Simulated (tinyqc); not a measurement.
# Hot electrons in a saturated n-channel MOSFET, lucky-electron model: several studies

Beyond pinch-off the lateral field grows as Esat cosh(y/l) over the velocity-saturated region (pseudo-two-dimensional model). Impact ionisation in this region gives the substrate current, which biases the body forward through Rsub. Currents are per width. Local-field laws: they overstate ionisation when the field peak is narrower than an energy relaxation length.

Parameters, values chosen for the exercise; values close to those of silicon n-channel devices: channel length L = 1.2 um; oxide thickness tox = 24 nm; junction depth xj = 400 nm; threshold VT = 0.49 V; effective mobility mu = 430 cm^2/(V s); saturation velocity vs = 7.6e6 cm/s; ionisation prefactor Ai = 2e6 1/cm; ionisation field Bi = 1.77 MV/cm; resistance of the lightly doped drain Rd = 400 ohm um; substrate resistance Rsub = 24000 ohm um; fall of VT per volt of forward body bias kb = 0.49; lifetime exponent m = 3; lifetime constant Hl = 24000 s uA/um; drain voltage Vd = 5.4 V; gate voltage Vg = 2.2 V.

Constants: eps0 = 8.8541878128e-14 F/cm where lengths are in cm. Results are converted to the units shown.

Each table varies one quantity; the others keep the values above.

## Effect of the gate voltage

Cox = 3.9 eps0/tox, l = sqrt(3 tox xj), Esat = 2 vs/mu. Overdrive g = Vg - VT + kb Vb; Vdsat = g Esat L/(g + Esat L); Id = Cox vs (g - Vdsat); dV = Vd - Id Rd - Vdsat; Em = sqrt((dV/l)^2 + Esat^2); Isub = Id (Ai/Bi) l Em exp(-Bi/Em). Vb = Rsub Isub is solved self-consistently. Lifetime tau = (Hl/Id)(Isub/Id)^(-m); 1 year = 3.15576e7 s.

Effect of the gate voltage:
```
Vg (V)	Id (uA/um)	Em (MV/cm)	Isub (uA/um)	Isub/Id	tau (years)
0.64	0.5612	0.3117	0.01146	0.02041	159.3
1.24	12.37	0.2825	0.1274	0.01030	56.29
1.83	35.28	0.2597	0.1927	0.005461	132.3
2.43	66.71	0.2407	0.1974	0.002959	440.3
3.02	103.5	0.2251	0.1720	0.001662	1602
3.62	145.4	0.2116	0.1374	9.444e-4	6207
4.21	190.2	0.2001	0.1049	5.515e-4	2.385e4
4.81	238.4	0.1898	0.07720	3.238e-4	9.397e4
5.4	288.1	0.1808	0.05591	1.941e-4	3.611e5
```

What does the table show?

As Vg goes from 0.64 to 5.4 V, Em falls from 0.312 to 0.181 MV/cm, Isub goes from 0.0115 through a maximum of 0.197 (at Vg = 2.43 V among the rows listed) to 0.0559 uA/um and tau goes from 159 through a minimum of 56.3 (at Vg = 1.24 V among the rows listed) to 3.61e5 years. Id grows with Vg while the rising Vdsat lowers the field, hence the bell shape; the peak row has Vg/Vd = 0.45. For Vg = 3.02 to 5.4 V tau is a far extrapolation that only says that hot carriers are no limit.

## Effect of the resistance of the lightly doped drain

Same model as above.

Result of one run:
```
Rd (ohm um)	Id (uA/um)	Em (MV/cm)	Isub (uA/um)	Isub/Id	tau (years)
150	53.85	0.2484	0.2061	0.003826	252.1
```

What becomes of these results when the resistance of the lightly doped drain Rd is changed from 150 to 800 ohm um, all else the same?

Result of the changed run:
```
Rd (ohm um)	Id (uA/um)	Em (MV/cm)	Isub (uA/um)	Isub/Id	tau (years)
800	53.84	0.2463	0.1927	0.003578	308.4
```

The whole series:
```
Rd (ohm um)	Id (uA/um)	Em (MV/cm)	Isub (uA/um)	Isub/Id	tau (years)
0	53.85	0.2488	0.2093	0.003886	240.7
150	53.85	0.2484	0.2061	0.003826	252.1
300	53.85	0.2479	0.2029	0.003768	264.0
500	53.85	0.2473	0.1988	0.003691	280.9
800	53.84	0.2463	0.1927	0.003578	308.4
1200	53.84	0.2451	0.1847	0.003431	349.6
1600	53.83	0.2438	0.1771	0.003289	396.9
```

As Rd goes from 0 to 1600 ohm um, Em falls from 0.249 to 0.244 MV/cm, Isub falls from 0.209 to 0.177 uA/um and tau rises from 241 to 397 years. From the first row to the last, log10(tau) changes by 0.22: 0.22 from (Isub/Id)^(-m), which holds Em and l, and under 0.005 from 1/Id. The price is 0.0861 V dropped over Rd in the last row.

## Effect of the junction depth

Same model as above.

Results:
```
xj (nm)	Id (uA/um)	Em (MV/cm)	Isub (uA/um)	Isub/Id	tau (years)
160	55.45	0.3876	2.710	0.04887	0.1175
220	54.51	0.3318	1.240	0.02275	1.185
400	53.85	0.2476	0.2008	0.003729	272.3
540	53.76	0.2139	0.06525	0.001214	7912
740	53.73	0.1836	0.01678	3.123e-4	4.649e5
1000	53.72	0.1590	0.003792	7.058e-5	4.026e7
```

Estimate the missing row, xj = 290 nm.

Computed row:
```
xj (nm)	Id (uA/um)	Em (MV/cm)	Isub (uA/um)	Isub/Id	tau (years)
290	54.08	0.2898	0.5695	0.01053	12.04
```

With this row back in the table: As xj goes from 160 to 1000 nm, Em falls from 0.388 to 0.159 MV/cm, Isub falls from 2.71 to 0.00379 uA/um and tau rises from 0.118 to 4.03e7 years. From the first row to the last, log10(tau) changes by 8.5: 8.5 from (Isub/Id)^(-m), which holds Em and l, and 0.014 from 1/Id. For xj = 540 to 1000 nm tau is a far extrapolation that only says that hot carriers are no limit.

Numbers from tinyqc (`OMP_NUM_THREADS=1 python tinyqc.py 2550040 2550041 out.jsonl`; about 0.01 s on one thread of a shared Intel Xeon 2.30GHz).
